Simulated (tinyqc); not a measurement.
RKS/BLYP in the sto-6g basis, for H2, spin multiplicity 1, step by step. One step of it, computed by the program tinyqc.

Question. Iteration 1: building the Kohn-Sham matrix. J_ij = sum D_kl (ij|kl); F = H + J + V_xc; E = tr D H + tr D J / 2 + E_xc + E_nn.

D at the start, order 1H 1s, 2H 1s:
```
[[0.648587, 0.648587],
 [0.648587, 0.648587]]
```

core Hamiltonian H = T + V (hartree), order 1H 1s, 2H 1s:
```
[[-1.019385, -0.758162],
 [-0.758162, -1.019385]]
```

Two-electron integrals (ij|kl) in chemists' order, unique and non-zero (hartree):
```
(11|11) 0.774999   (21|11) 0.345347   (21|21) 0.191451   (22|11) 0.503120
(22|21) 0.345347   (22|22) 0.774999
```

nuclear repulsion = 0.57208347 hartree

V_xc (hartree), order 1H 1s, 2H 1s:
```
[[-0.446762, -0.233684],
 [-0.233684, -0.446762]]
```

E_xc = sum of w rho eps_xc = -0.69112395 hartree

Give: Coulomb J; Kohn-Sham matrix F; total energy of this density.

Answer.

Coulomb J (hartree), order 1H 1s, 2H 1s:
```
[[1.2769, 0.6963],
 [0.6963, 1.2769]]
```

Kohn-Sham matrix F (hartree), order 1H 1s, 2H 1s:
```
[[-0.1892, -0.2955],
 [-0.2955, -0.1892]]
```

total energy of this density = -1.144992 hartree
